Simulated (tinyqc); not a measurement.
Worked calculation: coupled-perturbed Hartree-Fock on RHF in the sto-3g basis, for H2, spin multiplicity 1. Computed by tinyqc, a small Python program that keeps every step (integrals from PySCF). Settings: charge = 0, multiplicity = 1, basis = sto-3g, method = RHF, energy threshold = 1e-10, iteration cap = 72, orthogonalisation = symmetric, start = atomic densities, DIIS depth = 6. Command: `OMP_NUM_THREADS=1 python tinyqc.py 20685 20686 out.jsonl` (the two numbers bound the seeds that draw the settings). One thread of a shared host (Intel(R) Xeon(R) Processor @ 2.60GHz), about 0.1 s of CPU time with the checks. The early iterations of the SCF are left out here.

## One-electron integrals

Geometry (angstrom):
```
atom         x         y         z
H     0.000000  0.000000  0.000000
H     0.000000  0.000000  1.137000
```

Basis sto-3g: exponents (1/bohr^2) and contraction coefficients of normalised primitives:
```
element  l (shell)  exponent  coefficient
H            s (1)  3.425251     0.154329
H            s (1)  0.623914     0.535328
H            s (1)  0.168855     0.444635
```

Overlap, kinetic and nuclear-attraction integrals over the contracted functions; the nuclear repulsion is the sum of Za Zb / Rab.

nuclear repulsion = 0.46541531 hartree

overlap S:
```
          1H 1s     2H 1s
1H 1s  1.000000  0.419616
2H 1s  0.419616  1.000000
```

kinetic energy T (hartree):
```
          1H 1s     2H 1s
1H 1s  0.760032  0.068056
2H 1s  0.068056  0.760032
```

nuclear attraction V (hartree):
```
           1H 1s      2H 1s
1H 1s  -1.683693  -0.630406
2H 1s  -0.630406  -1.683693
```

core Hamiltonian H = T + V (hartree):
```
           1H 1s      2H 1s
1H 1s  -0.923662  -0.562349
2H 1s  -0.562349  -0.923662
```

## Two-electron integrals

Functions are numbered as in S; the eight-fold symmetry (ij|kl) = (ji|kl) = (kl|ij) leaves the list below.

Two-electron integrals (ij|kl) in chemists' order, unique and non-zero (hartree):
```
(11|11) 0.774606   (21|11) 0.250632   (21|21) 0.108948   (22|11) 0.435741
(22|21) 0.250632   (22|22) 0.774606
```

## Orthogonalisation

S = U s U^T; symmetric (Loewdin) form X = U s^(-1/2) U^T, so that X^T S X = 1.

eigenvalues of S: 0.580384  1.419616

X:
```
           1H 1s      2H 1s
1H 1s   1.075963  -0.236668
2H 1s  -0.236668   1.075963
```

## Iteration 3 (converged): orbitals

converged F (hartree):
```
           1H 1s      2H 1s
1H 1s  -0.205719  -0.424155
2H 1s  -0.424155  -0.205719
```

Diagonalise F' = X^T F X, C = X C', fill 1 alpha and 1 beta electrons from the bottom; D = 2 C_occ C_occ^T. Each column has its largest component positive (the first on a tie).

F' = X^T F X (hartree):
```
           1          2
1  -0.033665  -0.410028
2  -0.410028  -0.033665
```

orbital energies (hartree): MO1 -0.443693, MO2 0.376364

coefficients C:
```
            MO1        MO2
1H 1s  0.593471   0.928170
2H 1s  0.593471  -0.928170
```

D after iteration 3:
```
          1H 1s     2H 1s
1H 1s  0.704416  0.704416
2H 1s  0.704416  0.704416
```

## Convergence

Stop when the energy changes by less than 1e-10 hartree and every element of the error matrix X^T (F D S - S D F) X is below 3e-06.

Course of the cycle:
```
iteration  E (hartree)     change  largest element of the error matrix
1          -0.66016883          -                             1.22e-16
2          -1.02504728  -3.65e-01                             3.73e-16
3          -1.02504728  -4.44e-16                             3.95e-16
```

PySCF RHF in the same basis = -1.02504728 hartree

Converged in 3 iterations.

## Integrals over molecular orbitals

(pq|rs) = sum C_ip C_jq C_kr C_ls (ij|kl), one index at a time.

one-electron integrals over orbitals h = C^T H C (hartree):
```
           1          2
1  -1.046769   0.000000
2   0.000000  -0.622540
```

Two-electron integrals over orbitals (pq|rs), unique and non-zero (hartree):
```
(11|11) 0.603076   (21|21) 0.205641   (22|11) 0.602272   (22|22) 0.631916
```

## Response to a field: uncoupled start

dipole integrals <a|z|i> (bohr):
```
           i1
a2  -1.183549
```

Field along z; U_ai = -mu_ai / (e_a - e_i), alpha = -4 sum U_ai mu_ai.

uncoupled U:
```
          i1
a2  1.443253
```

uncoupled polarisability = 6.832642 bohr^3

## Coupled step 1

U_ai = -(mu_ai + sum_bj [4 (ai|bj) - (ab|ij) - (aj|bi)] U_bj) / (e_a - e_i); alpha = -4 sum U_ai mu_ai.

U after step 1:
```
          i1
a2  1.417468
```

polarisability = 6.710572 bohr^3

## Coupled step 2

As before.

U after step 2:
```
          i1
a2  1.417929
```

polarisability = 6.712753 bohr^3

## Coupled polarisability

Repeat until U stops changing; compare with -d2E/dF2.

Course of the coupled iterations:
```
step  alpha (bohr^3)
0           6.832642
1           6.710572
2           6.712753
3           6.712714
4           6.712715
5           6.712715
```

coupled polarisability = 6.712715 bohr^3

finite-field check, fields of +/-0.001 au = 6.712707 bohr^3
